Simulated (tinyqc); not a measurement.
Worked calculation: liquidus of a compound AB in a simple-solution melt, liquid-phase epitaxy and vapour pressures. Computed by tinyqc, a small Python program that keeps every step. Command: `OMP_NUM_THREADS=1 python tinyqc.py 3018527 3018528 out.jsonl liq35 walk`. One thread of a shared host (Intel(R) Xeon(R) Processor @ 2.30GHz), about 0.04 s of CPU time with the checks. Intermediate numbers are printed to about 6 digits and carried at full precision; extremes and crossings named in words are read from the listed rows.

x is the atom fraction of B in the melt. The melt is a simple solution: R T ln gamma_B = W (1 - x)^2, R T ln gamma_A = W x^2, W = a + b T. The solid AB is stoichiometric.

Inputs (values chosen for the exercise, modelled on GaSb for the melt):

| quantity | value | unit |
|---|---|---|
| melting point T_F | 983 | K |
| entropy of fusion S_F | 65.5 | J/(mol K) |
| interaction a | 19.7 | kJ/mol |
| interaction slope b | -24.1 | J/(mol K) |
| saturation temperature T | 715 | K |
| step dT | 5.5 | K |
| cooling rate c | 0.15 | K/min |
| growth time t | 2.2 | min |
| diffusivity in the melt D | 3.3e-05 | cm^2/s |
| molar volume of the melt V_L | 12.2 | cm^3/mol |
| lattice constant a0 | 6.096 | angstrom |
| melt depth w | 7.9 | mm |
| heat of evaporation of A | 239 | kJ/mol |
| entropy of evaporation of A | 109 | J/(mol K) |
| heat of evaporation of B as (1/2) B2 | 95.5 | kJ/mol |
| entropy of evaporation of B as (1/2) B2 | 61.5 | J/(mol K) |

Growth programme: ramp cooling.

Constants: R = 8.314462618 J/(mol K); N_A = 6.02214076e+23 1/mol; k_B = 8.617333262e-05 eV/K.

## Solubility on the A-rich side

Liquidus (Vieland): f(x) = R T ln[4 x (1 - x)] + 2 W (1/2 - x)^2 + S_F (T_F - T) = 0. Newton steps with f' = (1 - 2x)[R T/(x (1 - x)) - 2 W], from the dilute estimate x = (1/4) exp[-(S_F (T_F - T) + W/2)/(R T)]; stop below 1e-13; f under 1e-6 shown as 0.

W = 2.4685 kJ/mol

Newton steps:

| step | x | f (J/mol) | f' (J/mol) |
|---|---|---|---|
| 1 | 0.0106019 | -1.15150e+02 | 549894 |
| 2 | 0.0108113 | -1.14448e+00 | 539034 |
| 3 | 0.0108134 | -1.14617e-04 | 538926 |
| 4 | 0.0108134 | 0 | 538926 |

solubility x = 0.0108134

The dilute estimate is 0.980 of the root. An ideal melt (W = 0) would dissolve x = 0.0132; the B-rich branch lies at 1 - x.

## Slope of the liquidus

dx/dT = -(df/dT)/f', df/dT = R ln[4 x (1 - x)] + 2 b (1/2 - x)^2 - S_F, f' = (1 - 2x)[R T/(x (1 - x)) - 2 W]. Concentrations: C_L = x N_A/V_L in the melt, C_S = 4/a0^3 in the solid; m = dT/dC_L.

dx/dT = 1.91562e-04 1/K

C_L = 5.33769e+20 1/cm^3

C_S = 1.76573e+22 1/cm^3

slope m = 1.05754e-19 K cm^3

apparent heat of solution k_B T^2 d ln x/dT = 0.780427 eV

## Layer thickness

Semi-infinite melt (Hsieh): step d = 2 dT sqrt(D t/pi)/(C_S m); ramp d = (4/3) c sqrt(D/pi) t^(3/2)/(C_S m); supercooling is their sum. A melt of depth w can give at most w (undercooling)/(C_S m).

thickness d = 0.0877400 micrometre

largest thickness from this melt = 1.39610 micrometre

sqrt(D t)/w = 0.0835443

The layer uses 6 % of what the melt could give.

## Three programmes

The formulas are those given above.

Thickness (micrometre):

| t (min) | step | ramp | supercooling | sqrt(D t) (mm) |
|---|---|---|---|---|
| 0.2 | 0.66137 | 2.40496e-03 | 0.66377 | 0.19900 |
| 0.5 | 1.04571 | 9.50646e-03 | 1.05522 | 0.31464 |
| 1.0 | 1.47886 | 2.68883e-02 | 1.50575 | 0.44497 |
| 2.0 | 2.09142 | 7.60517e-02 | 2.16747 | 0.62929 |
| 5.0 | 3.30683 | 3.00621e-01 | 3.60745 | 0.99499 |
| 10.0 | 4.67656 | 8.50283e-01 | 5.52684 | 1.40712 |
| 20.0 | 6.61365 | 2.40496e+00 | 9.01862 | 1.98997 |

Step cooling goes as t^(1/2), ramp cooling as t^(3/2); they are equal at t = 3 dT/(2 c) = 55.0 min. The local exponent of their sum runs from 0.51 to 0.71. Rows with sqrt(D t) above about half the depth of 7.9 mm are overestimates.

## Vapour pressures and congruent evaporation

Over the A-rich liquidus: p_A = gamma_A (1 - x) exp(S_A/R - H_A/(R T)), p_B2 = [gamma_B x exp(S_B/R - H_B/(R T))]^2, in bar. Free evaporation is congruent while the A flux over this liquidus is at least the B flux; with A and B2 taken as equal in mass for the estimate, T_c solves p_A = 2 p_B2.

log10 p_A = -11.7711

log10 p_B2 = -11.1077

congruent temperature T_c = 589.342 K

T is above T_c: in vacuum B leaves faster and droplets of A form unless a B flux is supplied.

## The liquidus

The formulas are those given above.

Solubility; ideal: W = 0; dilute: (1/4) exp[-(S_F (T_F - T) + W/2)/(R T)]:

| T (K) | x | ideal | dilute | W (kJ/mol) |
|---|---|---|---|---|
| 492 | 3.69275e-05 | 9.63016e-05 | 3.69209e-05 | 7.8428 |
| 570 | 4.43052e-04 | 8.30534e-04 | 4.42362e-04 | 5.9630 |
| 649 | 3.00001e-03 | 4.35616e-03 | 2.97758e-03 | 4.0591 |
| 727 | 1.33305e-02 | 1.58537e-02 | 1.30287e-02 | 2.1793 |
| 806 | 4.56605e-02 | 4.64818e-02 | 4.34198e-02 | 0.2754 |
| 885 | 1.27330e-01 | 1.18545e-01 | 1.16719e-01 | -1.6285 |
| 944 | 2.53575e-01 | 2.36463e-01 | 2.19274e-01 | -3.0504 |
| 973 | 3.73513e-01 | 3.60560e-01 | 2.90680e-01 | -3.7493 |

x over the ideal value is 0.38 in the first row and 1.04 in the last, and lies between 0.38 and 1.07: W > 0 lowers the solubility and W < 0 raises it, by about exp(-W/(2 R T)) when dilute. The dilute form is within 5 % in 5 of the eight rows. Near T_F the liquidus closes as a parabola about x = 1/2.

Checks made by the program: x against bracketed root finding (relative difference below 1e-10).
